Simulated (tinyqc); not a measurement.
## Line constants from open and short measurements

Inverse problem. A uniform line of length len, under a quarter wavelength, has Z_open = Zc coth(gamma len) and Z_short = Zc tanh(gamma len); gamma Zc = r + i w l and gamma/Zc = g + i w c, w = 2 pi f. Find r, l and c.

Parameters, values chosen for the exercise: length len = 14 mm; frequency f = 0.45 GHz.

Zin with the far end open = 18.64740-144.47271i ohm
Zin with the far end shorted = 48.254931+5.796526i ohm

Answer. The product of the two impedances is Zc^2 and their ratio tanh^2(gamma len); the principal branch holds below a quarter wavelength.

r = 3.333 ohm/mm
l = 0.2734 nH/mm
c = 170.9 pF/m

Numbers from tinyqc (`OMP_NUM_THREADS=1 python tinyqc.py 2810183 2810184 out.jsonl`; about 0.01 s on one thread of a shared Intel Xeon 2.30GHz).
